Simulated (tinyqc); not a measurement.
Read current of a NAND string, cells in series solved by shooting: one step of the calculation.

Cells in series, numbered from 0 at the source line (0 V) to the bit line, each followed by a gap resistance Rg. A cell with gate Vg, threshold VT, source Vs and drain Vd passes I = 2 nf K Vt^2 [F(Vs) - F(Vd)]/(1 + th max(Vg - VT, 0)), F(V) = ln^2(1 + exp((Vg - VT - nf V)/(2 nf Vt))). The selected cell has Vg = Vr, the others Vg = Vp.

Problem. Node voltages for a trial current. For a trial current I start at 0 V and, cell by cell (the selected one is cell 4), solve for the drain: sqrt(F(Vd)) = sqrt(F(Vs) - I/k), k = 2 nf K Vt^2/(1 + th max(Vg - VT, 0)), Vd = [Vg - VT - 2 nf Vt ln(exp(sqrt F) - 1)]/nf, then add I Rg.

Parameters, values chosen for the exercise; values of the order met in vertical NAND strings: temperature T = 358 K; gain factor of a cell K = 16 uA/V^2; slope factor nf = 1.2; mobility reduction factor th = 0.06 1/V; resistance of the gap between cells Rg = 1.2 kohm; bit-line voltage Vbl = 0.5 V; pass voltage Vp = 6.9 V; read voltage on the selected word line Vr = 4.2 V.

Constants: q = 1.602176634e-19 C, kB = 1.380649e-23 J/K, Vt = kB T/q. Results are converted to the units shown.

first trial current = 2.7 uA
thresholds from the source end, cell 0 to 4 (V): -2.1  -2.1  -2.1  3.7  2.5

Find: node voltage after each cell and gap, trial 1.

Solution.

node voltage after each cell and gap, trial 1, cell 0 to 4 (V): 0.032171  0.064467  0.096889  0.16621  0.30022

tinyqc, about 0.6 s, one thread, Intel Xeon 2.30GHz (shared host): `OMP_NUM_THREADS=1 python tinyqc.py 2142275 2142276 out.jsonl`
